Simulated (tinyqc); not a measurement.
Rutherford backscattering from a thin compound film on silicon: kinematics, yields, composition and thickness. From one set of inputs to another, one input at a time. Computed by tinyqc, a small Python program. Command: `OMP_NUM_THREADS=1 python tinyqc.py 3007655 3007656 out.jsonl rbs ladder`. One thread of a shared host (Intel(R) Xeon(R) Processor @ 2.30GHz), about 0.01 s of CPU time with the checks.

Singly charged helium ions (Z1 = 2, M1 = 4.0026 u) enter at the tilt angle a1 to the normal and leave at a2 = |180 - theta - tilt| in the same plane. The film is A B_x.

The inputs printed are set A. Set A is modelled on a helium beam on NiSi; the values taken over come from a set modelled on a helium beam on WSi2. Inputs not listed in the table keep their values of set A, so the rows need not describe a real material.

Inputs (values chosen for the exercise, modelled on a helium beam on NiSi):

| quantity | value | unit |
|---|---|---|
| beam energy E0 | 2 | MeV |
| scattering angle theta | 170 | degrees |
| tilt of the sample | 7 | degrees |
| heavy element: Z_A | 28 | - |
| heavy element: mass M_A | 58.7 | u |
| heavy element: stopping eps_A at 2 MeV | 71.6 | 1e-15 eV cm^2 |
| light element: Z_B | 14 | - |
| light element: mass M_B | 28.09 | u |
| light element: stopping eps_B at 2 MeV | 50.6 | 1e-15 eV cm^2 |
| atoms of B per atom of A, x | 0.991 | - |
| atomic density of the film | 84.7 | 1/nm^3 |
| film thickness d | 45 | nm |
| collected charge | 35 | microcoulomb |
| detector solid angle | 3.9 | msr |
| detector resolution (FWHM) | 12 | keV |

Constants: e^2/(4 pi eps_0) = 14.39964548 eV angstrom; e = 1.602176634e-19 C.

Method:
- Kinematic factor K = [(sqrt(M^2 - M1^2 sin^2 theta) + M1 cos theta)/(M + M1)]^2.
- Surface edges lie at K E0; substrate silicon has M = 28.09 u. Mass resolution at M_A = resolution/(E0 dK/dM).
- Stopping per atom eps(E) = eps(2 MeV) (E/2 MeV)^(-0.4) (a law chosen for the exercise); Bragg rule eps_film = (eps_A + x eps_B)/(1 + x); areal density N d, with 1/nm^2 = 0.1 x 1e15/cm^2.
- Width of the signal of element i: [K_i eps(E0)/cos a1 + eps(K_i E0)/cos a2] N d; depth resolution = resolution x d/width of A; energy lost on the way in = eps(E0) N d/cos a1.
- Rutherford cross section in the laboratory frame: sigma = (Z1 Z e^2/(4 pi eps_0 4E))^2 (4/sin^4 theta) (r + cos theta)^2/r, r = sqrt(1 - (M1 sin theta/M)^2), times the screening factor 1 - 0.049 Z1 Z^(4/3)/E (E in keV); 1 angstrom^2 = 1e8 barn.
- Counts = (charge/e) x solid angle x sigma(E_mean) x areal density of the element/cos a1, E_mean = E0 - half the energy lost on the way in; 1 barn = 1e-24 cm^2. The ratio of areas returns x = (Y_B/Y_A)(sigma_A/sigma_B), with the counting error sqrt(1/Y_A + 1/Y_B).

Each row keeps all changes above it:

| input moved | from | to | mass resolution at M_A (u) | counting error of x without background (%) | energy lost on the way in (keV) |
|---|---|---|---|---|---|
| set A | - | - | 1.6984 | 0.5518 | 23.481 |
| atoms of B per atom of A, x | 0.991 | 1.93 | 1.6984 | 0.5221 | 22.183 |
| heavy element: stopping eps_A at 2 MeV (1e-15 eV cm^2) | 71.6 | 108 | 1.6984 | 0.5215 | 26.954 |
| film thickness d (nm) | 45 | 6 | 1.6984 | 1.4365 | 3.594 |
| scattering angle theta (degrees) | 170 | 165 | 1.7102 | 1.4224 | 3.594 |
| detector resolution (FWHM) (keV) | 12 | 17 | 2.4228 | 1.4224 | 3.594 |
| atomic density of the film (1/nm^3) | 84.7 | 71.7 | 2.4228 | 1.5462 | 3.042 |
| beam energy E0 (MeV) | 2 | 2.2 | 2.2025 | 1.7008 | 2.928 |

Mass resolution at M_A goes from 1.70 to 2.20, a factor 1.30 in all. The largest single move comes from detector resolution (FWHM) (a factor 1.42), and beam energy E0 works against it (a factor 0.909). Counting error of x without background goes from 0.552 to 1.70, a factor 3.08 in all. The largest single move comes from film thickness d (a factor 2.75). Energy lost on the way in goes from 23.5 to 2.93, a factor 0.125 in all. The largest single move comes from film thickness d (a factor 0.133). The single moves hold for this order of the switches; the total does not depend on the order.

Caution (all rows): the silicon signal of the film merges with that of the substrate, so only the width of A can be read directly. Caution (all rows): film and substrate silicon overlap, so Y_B must be separated by a fit.

Extremes, crossings and ranges named in words are read from the listed rows.
